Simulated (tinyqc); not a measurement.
One anharmonic mode: perturbation theory, self-consistent phonons and exact levels. From E_1 - E_0 back to mode mass M. Computed by tinyqc, a small Python program. Command: `OMP_NUM_THREADS=1 python tinyqc.py 3022857 3022858 out.jsonl scp inv`. One thread of a shared host (Intel(R) Xeon(R) Processor @ 2.30GHz), about 0.1 s of CPU time with the checks.

V(x) = k x^2/2 + b x^4 for one coordinate x of mass M. A constant K > 0 gives hbar Omega = sqrt((hbar^2/u) K/M) with K in eV/angstrom^2 and M in u.

Inputs (values chosen for the exercise, for a model mode): harmonic constant k = 3.25 eV/angstrom^2; quartic constant b = 11.4 eV/angstrom^4; temperature T = 250 K.

Shape: single well.

Constants: hbar^2/u = 4.18015928e-03 eV angstrom^2; k_B = 8.617333262e-05 eV/K.

Method. Basis: oscillator states n of the constant |k|, with x = s (a + a+), s^2 = hbar Omega/(2|k|); H = hbar Omega (n + 1/2) + (k - |k|) x^2/2 + b x^4, with exact matrix elements of x^2 and x^4. Exact values use 120 basis states: F = -k_B T ln sum exp(-E_n/(k_B T)), and <x^2> is the Boltzmann mean.

Question. A run gave the result below. Find the mode mass M, known to lie between 40 and 68 u.

E_1 - E_0 = 18.6291 meV

Answer.

Each step takes the trial c = (a f_b - b f_a)/(f_b - f_a), f being the result less the target and a, b, c the logarithms of the listed values; c replaces end b, the old b replaces a if the sign of f changed, and otherwise f_a is halved.

Scan of the range:
```
mode mass M (u)  E_1 - E_0 (meV)
40.0                     19.4223
43.7                     18.5443
47.7                     17.7154
52.2                     16.9021
57.0                     16.1455
62.2                     15.4291
68.0                     14.7313
```

False position (Illinois rule, in the logarithm of the input) inside the bracket:
```
step    end a    end b    trial  E_1 - E_0 (meV)
1     40.0000  43.7000  43.3281          18.6273
2     40.0000  43.3281  43.3123          18.6308
3     43.3281  43.3123  43.3200          18.6291
4     43.3123  43.3200  43.3200          18.6291
```

E_1 - E_0 falls at every point of a 13-point scan of the range (every second point is shown), so one value fits; it is bracketed by 40.0 and 43.7. Answer: mode mass M = 43.32 u.
